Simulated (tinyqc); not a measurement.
Occupation against the Fermi level: defect-molecule model of a vacancy with Jahn-Teller distortion.

Four dangling hybrids a, b, c, d point into the vacancy: H_ii = E0, and -gm between any two. A tetragonal distortion Q pairs a with b and c with d: those two couplings become -gm - I Q and the other four -gm + I Q/2, at an elastic cost k Q^2/2. The a1 level holds two electrons; charge states 2+, + and 0 put n = 0, 1, 2 more into the lowest level of t2 origin. Energy from the 2+ state at Q = 0, with the Fermi level mu counted from Ev: W_n(Q) = n (et - 2 I Q) + k Q^2/2 + Uc n (n - 1)/2 - n mu. et = E0 + gm is the undistorted t2 level.

Constants: kB = 8.617333262e-05 eV/K.

Values chosen for the exercise (of the size used for the vacancy in silicon; the results hold for these values, not for the real material):
- E0 = -0.08 eV (level of a dangling hybrid, from Ev)
- gm = 0.36 eV (coupling between two dangling hybrids)
- I = 0.92 eV/angstrom (Jahn-Teller coupling)
- k = 17.7 eV/angstrom^2 (force constant of the mode)
- Uc = 0.13 eV (repulsion of two electrons in one orbital)
- T = 300 K (temperature)
- mu1 = 0.03 eV (first Fermi level)

Weights g_n exp(-W_n/kT) with W_n = n et - n^2 E_JT + Uc n (n - 1)/2 - n mu, E_JT = 2 I^2/k, degeneracies 1, 6 (spin and three axes) and 3; mu = mu1 + 0.03 j eV.

Shares:

| mu (eV) | 2+ | + | 0 | mean charge |
|---|---|---|---|---|
| 0.03 | 0.9847 | 0.0151 | 0.0002 | 1.9845 |
| 0.06 | 0.9515 | 0.0465 | 0.0020 | 1.9495 |
| 0.09 | 0.8492 | 0.1324 | 0.0184 | 1.8308 |
| 0.12 | 0.5819 | 0.2896 | 0.1285 | 1.4534 |
| 0.15 | 0.2067 | 0.3283 | 0.4650 | 0.7418 |
| 0.18 | 0.0345 | 0.1749 | 0.7906 | 0.2439 |
| 0.21 | 0.0040 | 0.0646 | 0.9314 | 0.0726 |
| 0.24 | 0.0004 | 0.0213 | 0.9783 | 0.0221 |
| 0.27 | 0.0000 | 0.0068 | 0.9932 | 0.0068 |

What does the comparison show?

U_eff = Uc - 2 E_JT = -0.061 eV and kT = 25.9 meV. The + state reaches at most 32.8 % on these rows, at mu = 0.15 eV. The mean charge goes from 1.98 to 0.01.

(tinyqc, `OMP_NUM_THREADS=1 python tinyqc.py 1451823 1451824 out.jsonl`, Intel(R) Xeon(R) Processor @ 2.30GHz, 1 thread, shared host, about 0.01 s.)
